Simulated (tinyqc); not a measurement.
All together: low-temperature mobility of a two-dimensional electron gas with static screening. Computed by tinyqc, a small Python program. Command: `OMP_NUM_THREADS=1 python tinyqc.py 3024083 3024084 out.jsonl twodeg walk`. One thread of a shared host (Intel(R) Xeon(R) Processor @ 2.30GHz), about 0.02 s of CPU time with the checks.

One subband is filled, the gas is degenerate and scatters at the Fermi circle; one permittivity serves on both sides of the interface. All formulas are in SI units, masses times m_0. Piezoelectric and polar phonons are left out, and n_s is taken as set by a gate, independent of N_i.

Inputs (values chosen for the exercise, modelled on an InAs channel):

| quantity | value | unit |
|---|---|---|
| in-plane mass m | 0.0295 | m_0 |
| mass across the layer m_z | 0.0309 | m_0 |
| permittivity eps | 14.8 | - |
| valley degeneracy g_v | 1 | - |
| sheet density n_s | 1.1e+12 | 1/cm^2 |
| depletion charge N_d | 3.1e+10 | 1/cm^2 |
| roughness height Delta | 0.24 | nm |
| correlation length Lambda | 1.3 | nm |
| remote charge density N_i | 2.3e+11 | 1/cm^2 |
| distance d of the charges from the interface | 45 | nm |
| density rho | 5680 | kg/m^3 |
| sound velocity v_l | 4150 | m/s |
| deformation potential D_A | 7.5 | eV |
| temperature T | 20 | K |

Wave function: Fang-Howard. Roughness spectrum: exponential.

Constants: m_0 = 9.1093837015e-31 kg; e = 1.602176634e-19 C; eps_0 = 8.8541878128e-12 F/m; hbar = 1.054571817e-34 J s; k_B = 1.380649e-23 J/K.

Method:
- k_F = sqrt(2 pi n_s/g_v); E_F = hbar^2 k_F^2/(2 m); q_TF = g_v m e^2/(2 pi eps eps_0 hbar^2); Fang-Howard parameter b = [12 m_z e^2 (N_d + 11 n_s/32)/(eps eps_0 hbar^2)]^(1/3), mean depth 3/b; effective field F = e (N_d + n_s/2)/(eps eps_0).
- Form factors with u = q/b: screening G(q) = [1 + 9u/8 + 3u^2/8]/(1 + u)^3, remote charge P(q) = exp(-q d)/(1 + u)^3. Dielectric function eps(q) = 1 + q_TF G(q)/q, with q = 2 k_F sin(theta/2).
- Roughness: <|U|^2> = (e F)^2 S(q), S = pi Delta^2 Lambda^2/(1 + q^2 Lambda^2/2)^(3/2).
- 1/tau_t = (m/(pi hbar^3)) int_0^pi (1 - cos theta) <|U|^2>/eps(q)^2 dtheta; the quantum rate 1/tau_q drops the factor (1 - cos theta); 200 Gauss-Legendre points in s with theta = pi s^2, s from 0 to 1; mu = e tau_t/m.
- Remote charges: <|U|^2> = N_i [e^2 P(q)/(2 eps eps_0 q)]^2.
- Unscreened deformation potential in equipartition: 1/tau = m D_A^2 k_B T I/(rho v_l^2 hbar^3), I = int |psi|^4 dz = 3 b/16 for the Fang-Howard function (used for both wave-function options); mu = e tau/m. Bloch-Grueneisen temperature T_BG = 2 hbar v_l k_F/k_B.
- At the Fermi circle the rates add, so 1/mu is the sum; sheet resistance 1/(n_s e mu); mean free path hbar k_F mu/e; the quantum time adds the rates 1/tau_q, with the isotropic acoustic rate e/(m mu).

roughness mobility = 9.11370e+06 cm^2/(V s)

remote-charge mobility = 7.18139e+07 cm^2/(V s)

acoustic mobility = 1.17487e+07 cm^2/(V s)

k_F = 0.262897 1/nm

tau_q, roughness = 167.644 ps

tau_q, charges = 1.14914 ps

Mobilities:

| process | mu (cm^2/(V s)) | share of 1/mu (%) |
|---|---|---|
| roughness | 9.1137e+06 | 52.559 |
| remote charges | 7.1814e+07 | 6.6701 |
| acoustic phonons | 1.1749e+07 | 40.771 |

mobility mu = 4.7901e+06 cm^2/(V s)

sheet resistance = 1.1846 ohm

mean free path = 82888 nm

Dingle ratio tau_t/tau_q = 70.802

The largest single share of 1/mu (53 %) belongs to roughness: the field presses the gas against the interface, and the rate goes as F^2. The Dingle ratio of 70.8 marks small-angle scattering by a smooth potential. Caution: E_F exceeds 1.1 (hbar^2 e^2 F^2/2 m_z)^(1/3), of the order of the first subband spacing (1.75 times that in a triangular well, less with self-consistent band bending), so a second subband may fill. Caution: T is not well above T_BG, where phonon scattering freezes out faster than equipartition says; the acoustic mobility is a lower bound.

Extremes, crossings and ranges named in words are read from the listed rows.
